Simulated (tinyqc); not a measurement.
Energy and delay of logic against supply voltage: one step of the calculation.

One expression serves below and above threshold: I(Vg) = Ik [ln(1 + exp((Vg - VT + dd V)/(al nf Vt)))]^al, with I_on = I(V) and I_off = I(0). Gate delay td = kd C V/I_on, clock period LD td. Per gate and cycle the switching energy is act C V^2 and the leakage energy I_off V LD td. No short-circuit current, no variation. Minima are sought above 0.09 V; below a few Vt gates no longer switch and the model has no meaning.

Task. Currents, delay and energies. I_on, I_off, td, clock frequency 1/(LD td), both energies and their sum.

Values chosen for this exercise; values of the order met in logic technologies: temperature T = 378 K; threshold voltage at zero drain bias VT = 0.44 V; slope factor nf = 1.11; barrier lowering per volt of supply dd = 0.04; specific current of a gate Ik = 1.6 uA; exponent of the current law al = 1.76; load capacitance of a gate C = 3.7 fF; delay factor kd = 0.9; logic depth LD = 16; activity factor act = 0.1; supply voltage V = 0.76 V.

Constants: q = 1.602176634e-19 C, kB = 1.380649e-23 J/K, Vt = kB T/q. Results are converted to the units shown.

Give: I_on; I_off; td; clock frequency; switching energy; leakage energy; energy.

Result.

I_on = 32.26 uA
I_off = 0.01921 nA
td = 78.46 ps
clock frequency = 0.7966 GHz
switching energy = 213.7 aJ
leakage energy = 0.01833 aJ
energy = 213.7 aJ

I_on/I_off = 1.68e6; leakage makes up 0.00858 % of the energy.

tinyqc, about 0.01 s, one thread, Intel Xeon 2.30GHz (shared host): `OMP_NUM_THREADS=1 python tinyqc.py 2082118 2082119 out.jsonl`
